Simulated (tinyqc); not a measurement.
From results back to parameters: round or elliptic silicon nanowire with anisotropic valleys (Ritz method). Three cases, with inputs chosen for the exercise.

Problem. For a circular wire every level scales as 1/R^2. The lowest level of group A was computed from a hidden radius.

Wire along x = [100] on a (001) wafer, y = [010], z = [001]. Valley groups, two valleys each (w = inverse masses): A, axis along z: w_y = 1/mt, w_z = 1/ml, m_x = mt; B, axis along y: w_y = 1/ml, w_z = 1/mt, m_x = mt; C, axis along x: w_y = w_z = 1/mt, m_x = ml.

Hard wall on the ellipse (y/a)^2 + (z/b)^2 = 1, c = hbar^2/2m0. With u = y/a, v = z/b the operator is -c [(w_y/a^2) d2/du2 + (w_z/b^2) d2/dv2] on the unit disc. Basis (1 - u^2 - v^2) u^i v^j; S, X and Y are the disc integrals of f f', (df/du)(df'/du) and (df/dv)(df'/dv), from the integral of u^p v^q = 2 Gamma((p+1)/2) Gamma((q+1)/2)/((p + q + 2) Gamma((p+q+2)/2)) for even p, q; H = c (w_y X/a^2 + w_z Y/b^2).

Converged values use 21 functions of each parity class (e or o in u, then in v).

Constants: hbar^2/2m0 = 3.80998211 eV angstrom^2.

Case 1.

Values chosen (out of a larger set: near those of a Si nanowire; not measured data): ml = 0.922 m0 (longitudinal mass); mt = 0.188 m0 (transverse mass).

level = 0.037492 eV

Case 2.

Values chosen (out of a larger set: near those of a Si nanowire; not measured data): ml = 0.906 m0 (longitudinal mass); mt = 0.191 m0 (transverse mass).

level = 0.071463 eV

Case 3.

Values chosen (out of a larger set: near those of a Si nanowire; not measured data): ml = 0.925 m0 (longitudinal mass); mt = 0.188 m0 (transverse mass).

level = 0.063618 eV

Find: E R^2/c; R.

Solution.

Case 1.

E R^2/c = 18.195
R = 43.0 angstrom

Solve once for R = 1 and scale. The mean inverse mass would give 2.404826^2 (1/mt + 1/ml)/2 = 18.517, 1.8 % too high.

Case 2.

E R^2/c = 18.025
R = 31.0 angstrom

Solve once for R = 1 and scale. The mean inverse mass would give 2.404826^2 (1/mt + 1/ml)/2 = 18.331, 1.7 % too high.

Case 3.

E R^2/c = 18.184
R = 33.0 angstrom

Solve once for R = 1 and scale. The mean inverse mass would give 2.404826^2 (1/mt + 1/ml)/2 = 18.507, 1.8 % too high.

Computed by tinyqc, one run a case: `OMP_NUM_THREADS=1 python tinyqc.py N N+1 out.jsonl` with N = 1282010, 1282068, 1282105; one thread of a shared Intel(R) Xeon(R) Processor @ 2.30GHz, about 0.1 s a run at most.
